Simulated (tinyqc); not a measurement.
Ion implantation: universal nuclear stopping, Lindhard-Scharff electronic stopping and a Gaussian range profile: one step, computed by the program tinyqc.

An ion slows by elastic collisions with screened nuclei and by friction with electrons; channelling is ignored and the target is uniform.

Task: Gaussian profile. C(x) = C_p exp(-(x - R_p)^2/(2 dR_p^2)) with C_p = Q/(sqrt(2 pi) dR_p), 1 nm = 1e-7 cm; the profile falls to the background at x_j = R_p + dR_p sqrt(2 ln(C_p/C_B)); the peak atomic fraction is C_p/N.

Inputs (values chosen for the exercise, modelled on carbon ions in copper): ion mass M1 = 12 u; target mass M2 = 63.55 u; target density N = 84.9 1/nm^3; dose Q = 1.7e+14 1/cm^2; background C_B = 2.2e+15 1/cm^3.

straggle dR_p = 2.021961 nm

projected range R_p = 8.297554 nm

Give: peak concentration C_p; depth x_j where C falls to C_B; peak atomic fraction.

Result:

peak concentration C_p = 3.3542e+20 1/cm^3

Depth x_j where C falls to C_B = 18.176 nm

peak atomic fraction = 0.0039507

Caution: the estimates of R_p and dR_p assume mainly nuclear stopping and an ion not much lighter than the target; here they are rough, and for light ions in heavy targets the straggle can be low by a factor of two or more.
